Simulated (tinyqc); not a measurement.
Interband optics of a two-band s-p chain from momentum matrix elements: one step. Hamiltonian and velocity at one k. Three cases, with inputs chosen for the exercise.

Problem. Form H and W = dH/dk.

H(k) = [[Es - 2 ts cos ka, 2i V sin ka], [-2i V sin ka, Ep_ + 2 tp cos ka]] in the basis s, p; the lower band is full, with two electrons a cell. The velocity operator times hbar is W = dH/dk (eV angstrom); intra-atomic dipoles are left out.

Give: H; W.

Case 1.

Values chosen: a = 2.61 angstrom (period); Es = 2.87 eV (upper orbital (s)); Ep_ = -3.75 eV (lower orbital (p)); ts = 0.7 eV (s-s hopping); tp = 0.26 eV (p-p hopping); V = 1.34 eV (s-p hopping); k = 0.36 2 pi/a (wave vector).

Solution.

H (eV):
```
          s        p
s    3.7624  2.0650i
p  -2.0650i  -4.0815
```

W (eV angstrom):
```
         s         p
s   2.8155  -4.4587i
p  4.4587i   -1.0457
```

Case 2.

Values chosen: a = 2.7 angstrom (period); Es = 3.44 eV (upper orbital (s)); Ep_ = -3.16 eV (lower orbital (p)); ts = 0.57 eV (s-s hopping); tp = 0.24 eV (p-p hopping); V = 0.65 eV (s-p hopping); k = 0.13 2 pi/a (wave vector).

Solution.

H (eV):
```
          s        p
s    2.6596  0.9477i
p  -0.9477i  -2.8314
```

W (eV angstrom):
```
          s        p
s    2.2438  2.4028i
p  -2.4028i  -0.9447
```

Case 3.

Values chosen: a = 3.38 angstrom (period); Es = 3.56 eV (upper orbital (s)); Ep_ = -2.15 eV (lower orbital (p)); ts = 0.32 eV (s-s hopping); tp = 0.21 eV (p-p hopping); V = 1.03 eV (s-p hopping); k = 0.47 2 pi/a (wave vector).

Solution.

H (eV):
```
          s        p
s    4.1887  0.3860i
p  -0.3860i  -2.5626
```

W (eV angstrom):
```
         s         p
s   0.4053  -6.8395i
p  6.8395i   -0.2660
```

Computed by tinyqc, one run a case: `OMP_NUM_THREADS=1 python tinyqc.py N N+1 out.jsonl` with N = 1650389, 1650434, 1650537; one thread of a shared Intel(R) Xeon(R) Processor @ 2.30GHz, about 0.02 s a run at most.
